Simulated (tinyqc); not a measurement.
Global model of a low-pressure process discharge: electron temperature, density, ion flux and ion energy: one step, computed by the program tinyqc.

Maxwellian electrons with temperature T_e in eV, one positive ion, no negative ions, uniform bulk density n; rate constants have the Arrhenius form.

Question. Biased electrode. All bias power goes to ions: V_b = P_b/(J pi r^2). Debye length at the sheath edge lambda_D = sqrt(eps_0 T_e/(e h_L n)); Child-law sheath s = (sqrt2/3) lambda_D (2 V/T_e)^(3/4), V = V_b + V_s; ion transit time tau_i = 3 s sqrt(M/(2 e V)); collisions in the sheath s/lambda_i.

Inputs (values chosen for the exercise, of the order of those of an inductive discharge in a simple atomic gas):
```
quantity                        value  unit
ion mass M                         32     u
gas temperature T_g               500     K
bias power P_b                    210     W
radius of the biased electrode      5    cm
bias frequency                    0.4   MHz
```

ion current density J = 4.097646 mA/cm^2

T_e = 2.174497 eV

h_L = 0.2872880

plasma density n = 3.476733e+11 1/cm^3

wall potential V_s = 9.933141 V

ion mean free path = 0.9226470 cm

Constants: eps_0 = 8.8541878128e-12 F/m; e = 1.602176634e-19 C; u = 1.6605390666e-27 kg.

Give: bias voltage V_b; lambda_D; sheath width s; ion transit time; transit time over bias period; s/lambda_i.

Answer.

bias voltage V_b = 652.5 V

lambda_D = 34.69 micrometre

sheath width s = 2.005 mm

ion transit time = 95.18 ns

transit time over bias period = 0.03807

s/lambda_i = 0.2173

Ions cross within a small part of a period and sample the instantaneous voltage: a broad, two-peaked energy distribution.
